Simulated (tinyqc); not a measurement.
Implant damage, amorphisation by cascade overlap, and solid-phase epitaxial regrowth: one step, computed by the program tinyqc.

Range and width of the damage are inputs. Dynamic annealing enters only through the surviving share f.

Task: The amorphous layer. Displaced share x(z) = f nu Q exp(-(z - R_d)^2/(2 s_d^2))/(sqrt(2 pi) s_d N); the layer is amorphous where x > x_c, between R_d -/+ s_d sqrt(2 ln(x_max/x_c)), the upper edge being cut at the surface. Threshold dose Q_c = Q x_c/x_max.

Inputs (values chosen for the exercise, modelled on fluorine ions in silicon):
```
quantity,value,unit
atomic density N,49.9,1/nm^3
depth of the damage peak R_d,28,nm
width of the damage profile s_d,18,nm
share of defects that survive f,0.46,-
critical displaced share x_c,0.14,-
dose Q,8.2e+14,1/cm^2
```

displacements per ion nu = 426.2806

Give: peak displaced share x_max; threshold dose Q_c; upper edge; lower edge.

Result:

peak displaced share x_max = 0.7142

threshold dose Q_c = 1.607e+14 1/cm^2

upper edge = 0 nm

lower edge = 60.49 nm

The layer reaches the surface.
